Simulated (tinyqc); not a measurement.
Thermal, flicker and telegraph noise of a field-effect transistor: one step, computed by the program tinyqc.

Strong inversion, threshold roll-off and channel-length modulation left out; noise sources are uncorrelated and are given as one-sided spectral densities.

Problem. How many traps? Active traps per decade of time constant: N_dec = N_t k_B T W L lambda ln(10); a single trap at the interface shifts the threshold by e/(W L C_ox) and the current by g_m times that; tunnelling depth for frequency f, z = lambda ln(1/(2 pi f tau_0)), tau_0 = 1e-10 s.

Inputs (values chosen for the exercise, modelled on a silicon n-channel): width W = 0.88 micrometre; length L = 24 nm; electrical oxide thickness t = 1.8 nm; oxide trap density N_t = 5.7e+17 1/(eV cm^3); frequency f = 20 Hz; temperature T = 200 K.

Operating region: saturation. Flicker model: number with correlated mobility.

tunnelling length lambda = 1.080405 angstrom

C_ox = 1.918407 microfarad/cm^2

g_m = 1038.480 microsiemens

drain current I = 210.4581 microampere

Constants: k_B = 8.617333262e-05 eV/K; e = 1.602176634e-19 C.

Give: traps per decade; threshold step of one trap; current step of one trap; depth probed at f.

Solution.

traps per decade = 0.051615

threshold step of one trap = 0.39544 mV

current step of one trap = 0.19512 %

depth probed at f = 1.9655 nm

With fewer than one trap per decade the spectrum is not a smooth 1/f but a few Lorentzians, seen in time as telegraph steps, and S_Vfb is only the mean over many devices. Caution: fewer than one trap per decade of time constant is active, so one device shows telegraph steps and the 1/f law is only a mean over many devices. Caution: the probed depth exceeds the electrical oxide thickness, so in a plain SiO2 film traps would exchange with the gate and the 1/f law flattens.
